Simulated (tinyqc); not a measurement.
Inside a calculation: standing waves and exposure in a photoresist film. Values are carried at full precision from step to step, so a last printed digit may differ when a step is redone from the rounded ones.

Normal incidence from air. Unexposed resist: N1 = n1 + i k1 with k1 = (A + B) lam/(4 pi), lam in micrometres. r01 = (1 - N1)/(1 + N1), t01 = 2/(1 + N1). Below the resist lie the layer Na = na + i ka and the substrate Ns = ns + i ks: r12 = (r1a + ras x)/(1 + r1a ras x), x = exp(4 pi i Na da/lam), r1a = (N1 - Na)/(N1 + Na), ras = (Na - Ns)/(Na + Ns). With p = exp(2 pi i N1 d/lam), the field at depth z is E(z) = t01 [exp(2 pi i N1 z/lam) + r12 p^2 exp(-2 pi i N1 z/lam)]/(1 + r01 r12 p^2), the relative intensity I(z) = n1 |E(z)|^2 and the reflectance R = |(r01 + r12 p^2)/(1 + r01 r12 p^2)|^2.

Values chosen for the exercise (a resist on polySi, indices near tabulated ones; not measured data): lam = 193 nm (vacuum wavelength); n1 = 1.69 (resist index); A = 0.06 1/micrometre (bleachable absorption (Dill A)); B = 0.96 1/micrometre (fixed absorption (Dill B)); d = 232 nm (resist thickness); ns = 1.015 (substrate n); ks = 2.248 (substrate k); na = 1.781 (n of the bottom antireflection layer); ka = 0.348 (its k); da = 79 nm (its thickness); C = 0.023 cm^2/mJ (exposure rate (Dill C)); D = 30 mJ/cm^2 (incident dose); Ld = 5 nm (diffusion length of the post-exposure bake).

## Interface coefficients

Form N1, r01, t01 and r12.

N1 = 1.69000+0.01567i
r01 = -0.2565-0.0043i
t01 = 0.7435-0.0043i
r12 = 0.0169-0.0193i
|r12|^2 = 0.0007

Next to the bottom the intensity swings by a factor ((1 + |r12|)/(1 - |r12|))^2 = 1.11 between antinode and node; without the layer |r12|^2 would be 0.4372.

## Round trip and reflectance

Form p^2, the denominator and R; the period of the standing wave is lam/(2 n1).

p^2 = 0.7282+0.3044i
1 + r01 r12 p^2 = 0.9953+0.0022i
R = 0.0575
period = 57.10 nm

The film holds 4.06 periods.

## Intensity and exposure over the lowest period

Nine depths from d - period to d. Without bleaching during the exposure the share of unexposed compound is m = exp(-C D I).

Profile:
```
z (nm),I,m
174.9,0.815,0.570
182.0,0.781,0.583
189.2,0.749,0.596
196.3,0.734,0.603
203.4,0.742,0.599
210.6,0.764,0.590
217.7,0.784,0.582
224.9,0.788,0.580
232.0,0.770,0.588
```

I runs from 0.734 to 0.815 on these points, so m runs from 0.570 to 0.603; the least exposed point listed lies 35.7 nm above the bottom.

## Smoothing by the bake

Gaussian diffusion of length Ld multiplies a cosine of period L by exp(-2 pi^2 Ld^2/L^2). Give that factor, and the Ld that leaves 10 %.

factor = 0.860
Ld for 10 % = 19.50 nm

## Checks

- R against the transfer-matrix product: both 0.057515.

Run: tinyqc, `OMP_NUM_THREADS=1 python tinyqc.py 1681802 1681803 out.jsonl`; Intel(R) Xeon(R) Processor @ 2.30GHz, one thread, shared host; about 0.01 s of CPU time with all checks.
